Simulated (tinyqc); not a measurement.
# Transfer length from front and end resistance

Question. A contact of length d and width W has Rc = (Rsh Lt/W) coth(d/Lt) and Re = (Rsh Lt/W)/sinh(d/Lt), with Rsh the sheet resistance under the metal and Lt = sqrt(rc/Rsh). Find Lt, Rsh and rc.

Parameters, values chosen for the exercise: contact length d = 0.37 um; contact width W = 28 um.

Rc = 15.349180 ohm
Re = 14.047491 ohm

Solution. Rc/Re = cosh(d/Lt) gives Lt, and Re then gives Rsh.

Lt = 0.8660 um
Rsh = 200.0 ohm/sq
rc = 1.500e-6 ohm cm^2

Numbers from tinyqc (`OMP_NUM_THREADS=1 python tinyqc.py 2760085 2760086 out.jsonl`; about 0.01 s on one thread of a shared Intel Xeon 2.30GHz).
